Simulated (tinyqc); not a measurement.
## Pelgrom slope, floor and doping from two device sizes

Problem. s^2 = A^2/(L W) + s0^2, with s0 independent of size and A = (q/Cox) sqrt(Na Wd/3) from random dopants alone, Cox = 3.9 eps0/ti. Find A, s0 and Na.

Values chosen for this exercise:

| symbol | value | unit | meaning |
|---|---|---|---|
| ti | 1.1 | nm | oxide-equivalent thickness in inversion |

Constants: q = 1.602176634e-19 C, eps0 = 8.8541878128e-14 F/cm where lengths are in cm. Results are converted to the units shown.

s for gate areas 0.036 and 1.1 um^2 (mV): 6.84189772  5.45322726
Wd = 18.2964773 nm

Solution. s^2 is linear in 1/area: slope A^2, intercept s0^2.

A = 0.797 mV um
s0 = 5.40 mV
Na = 4.00e18 cm^-3

tinyqc, about 0.01 s, one thread, Intel Xeon 2.30GHz (shared host): `OMP_NUM_THREADS=1 python tinyqc.py 2090051 2090052 out.jsonl`
